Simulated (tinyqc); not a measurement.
Grain-boundary trapping model (Seto) of a polycrystalline semiconductor film: one step, computed by the program tinyqc. Command: `OMP_NUM_THREADS=1 python tinyqc.py 3027901 3027902 out.jsonl poly walk`. One thread of a shared host (Intel(R) Xeon(R) Processor @ 2.30GHz), about 0.01 s of CPU time with the checks.

Grains of equal size L are joined by thin boundaries with one trap level. Trapped carriers deplete a width W on each side and raise a barrier, crossed by thermionic emission. Dopants are fully ionised, statistics are non-degenerate and mu_g does not depend on T.

Task: Activation energy. N_c(T) = N_c (T/300 K)^(3/2). Filled traps Q = Q_t/(1 + (1/2) exp((E_t* - E_F)/k_B T)), where E_t* = e V_B - E_t and E_F are counted from the band edge at the grain centre. Partial depletion: Q = 2 N W, V_B = e N W^2/(2 eps eps_0), E_F = k_B T ln(N/N_c); solve for W. If that W would exceed L/2 the grain is fully depleted: W = L/2, Q = N L, and E_F follows from the trap equation. Centre density n_0 = N_c exp(E_F/k_B T). Boundary: sigma_b = L e^2 n_0 exp(-e V_B/k_B T)/sqrt(2 pi m k_B T); drift through the grain, depleted parts included: rho_g = [(1 - 2W/L) + (2W/L) int_0^1 exp(y^2 s^2) ds]/(e n_0 mu_g); rho = 1/sigma_b + rho_g. Mean carrier density n_av = n_0 [(1 - 2W/L) + (2W/L) (sqrt(pi)/2) erf(y)/y], y = sqrt(e V_B/k_B T); effective mobility 1/(e n_av rho). E_a = d ln(rho)/d(1/k_B T) from T - 5 K and T + 5 K; temperature coefficient d ln(rho)/dT.

Inputs (values chosen for the exercise, modelled on polycrystalline germanium):

| quantity | value | unit |
|---|---|---|
| permittivity eps | 16 | - |
| effective mass m | 0.18 | m_0 |
| effective density of states at 300 K, N_c | 6e+18 | 1/cm^3 |
| grain size L | 57 | nm |
| trap density Q_t | 5.7e+11 | 1/cm^2 |
| trap level E_t below the band edge | 0.23 | eV |
| doping N | 4.2e+16 | 1/cm^3 |
| mobility inside the grains mu_g | 460 | cm^2/(V s) |
| temperature T | 300 | K |

Grain interior: resistance included.

Constants: k_B = 8.617333262e-05 eV/K; e = 1.602176634e-19 C; eps_0 = 8.8541878128e-12 F/m; m_0 = 9.1093837015e-31 kg; k_B = 1.380649e-23 J/K.

Give: activation energy E_a; temperature coefficient.

Result:

activation energy E_a = 0.2568 eV

temperature coefficient = -3.312 %/K
